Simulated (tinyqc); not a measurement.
Stability and critical current from long pulses.

Inverse problem. For long pulses a magnetic tunnel junction switches at I = Ic0 [1 - ln(tp/t0)/Delta]. Find Ic0 and Delta.

Inputs (values chosen for the exercise): attempt time t0 = 1 ns.

switching current for pulses of 0.0001 and 0.01 s (uA): [19.578746, 17.492253]

Answer. I is linear in ln tp: it equals Ic0 at tp = t0, and the slope is -Ic0/Delta.

Ic0 = 24.79 uA
Delta = 54.73

Numbers from tinyqc (`OMP_NUM_THREADS=1 python tinyqc.py 2450115 2450116 out.jsonl`; about 0.01 s on one thread of a shared Intel Xeon 2.30GHz).
